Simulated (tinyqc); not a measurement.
## Absorption coefficient and reflectance from two thicknesses

Question. With transparent contact layers the responsivity is (1 - Rf)(1 - exp(-al wi)) q lam/(h c). The second absorber is twice as thick as the first. Find al and Rf.

Values chosen for this exercise: wavelength lam = 1550 nm.

Constants: q = 1.602176634e-19 C, h = 6.62607015e-34 J s, c = 299792458 m/s. Results are converted to the units shown.

responsivity for wi = 0.95 and 1.9 um (A/W): 0.59459882  0.89151115

Solution. The ratio of the responsivities is 1 + exp(-al w1), which gives al; either value then gives 1 - Rf.

al = 7310 1/cm
Rf = 0.05000

Numbers from tinyqc (`OMP_NUM_THREADS=1 python tinyqc.py 2250105 2250106 out.jsonl`; about 0.01 s on one thread of a shared Intel Xeon 2.30GHz).
